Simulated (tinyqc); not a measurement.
Composition against offsets: model-solid line-up of a strained alloy layer on a substrate.

All values of the alloy are linear in x but the gap, Eg(x) = (1 - x) Eg_A + x Eg_B - C x (1 - x), and the valence edge, Ev(x) = (1 - x) Ev_A + x Ev_B + fv C x (1 - x); Ec = Ev + Eg. Ev is the top of the unstrained valence band on a scale common to all materials. In the layer only the Gamma valley of the conduction band is followed, also where an X or L valley would lie lower.

Coherent growth on a (001) face: e_par = (a_s - a)/a, e_perp = -2 (C12/C11) e_par; exx = eyy = e_par, ezz = e_perp, no shear.

Strained edges: Ec + ac tr(e); the valence edges are Ev plus the levels of the 6 x 6 matrix of X, Y, Z times spin with -Dso/3 + l exx + m (eyy + ezz) on the diagonal (cyclic), n exy off it, l = av + 2 b, m = av - b, n = sqrt(3) d. Spin-orbit term (Dso/3) L.sigma on X, Y, Z with (L_k)_ij = -i epsilon_kij: <X+|H|Y+> = -i Dso/3, <X+|H|Z-> = Dso/3, <Y+|H|Z-> = -i Dso/3, <Z+|H|X-> = -Dso/3, <Z+|H|Y-> = i Dso/3, <X-|H|Y-> = i Dso/3, and their conjugates; + and - are the spin along z.

dEc = Ec(substrate) - Ec(layer), dEv = Ev(layer) - Ev(substrate); positive values confine the carrier in the layer. Type I: both of one sign; type II: opposite signs; type III: the gaps do not overlap.

Inputs chosen for the exercise (A near InAs, B near AlAs, substrate near InAs; shifted at random, so the results belong to these values and not to a real crystal): a = (6.061, 5.656) angstrom (lattice constant of A, B); Eg = (0.418, 3.132) eV (gap at Gamma to the s-like level of A, B); Dso = (0.386, 0.281) eV (spin-orbit splitting of A, B); Ev = (-0.59, -1.31) eV (top of the unstrained valence band of A, B); ac = (-5.11, -5.64) eV (conduction deformation potential of A, B); av = (0.99, 2.44) eV (valence hydrostatic potential of A, B); b = (-1.77, -2.27) eV (tetragonal shear potential of A, B); d = (-3.57, -3.37) eV (trigonal shear potential of A, B); C11 = (84, 125) GPa (of A, B); C12 = (45.4, 52.9) GPa (of A, B); C44 = (39.1, 53.8) GPa (of A, B); C = 0.612 eV (bowing of the gap); fv = 0.3 (share of the bowing taken by the valence edge); a_s = 6.061 angstrom (substrate); Eg_s = 0.418 eV (lowest gap of the substrate); Ev_s = -0.59 eV (substrate valence edge); face = 001 (growth face).

Each composition is strained to the same substrate.

Results:

| x | e_par (%) | relaxed gap (eV) | strained gap (eV) | valence splitting (meV) | dEc (eV) | dEv (eV) | type |
|---|---|---|---|---|---|---|---|
| 0.02 | 0.13 | 0.460 | 0.448 | 10 | -0.025 | -0.004 | I |
| 0.08 | 0.54 | 0.590 | 0.536 | 42 | -0.102 | -0.016 | I |
| 0.14 | 0.94 | 0.724 | 0.625 | 77 | -0.180 | -0.026 | I |
| 0.20 | 1.35 | 0.863 | 0.713 | 114 | -0.261 | -0.034 | I |
| 0.25 | 1.70 | 0.982 | 0.787 | 148 | -0.329 | -0.039 | I |
| 0.31 | 2.12 | 1.128 | 0.875 | 190 | -0.413 | -0.044 | I |
| 0.37 | 2.54 | 1.280 | 0.964 | 235 | -0.500 | -0.047 | I |
| 0.43 | 2.96 | 1.435 | 1.054 | 282 | -0.588 | -0.048 | I |

The layer stays under tension over this range. The strained gap runs from 0.448 to 1.054 eV, against 0.460 to 1.435 eV for the relaxed alloy: strain takes back part of the change that the composition makes. Strains above 2 % can be kept only in layers of a few nanometres. The line-up is type I throughout, with the layer as the barrier. Offsets below about 50 meV are within the spread of parameter sets, so those rows do not settle the type. Where the alloy is indirect its X or L edge, left out, lies lower and sets the real gap and dEc.

tinyqc: `OMP_NUM_THREADS=1 python tinyqc.py 1080403 1080404 out.jsonl`; about 0.01 s, one thread, shared Intel(R) Xeon(R) Processor @ 2.30GHz.
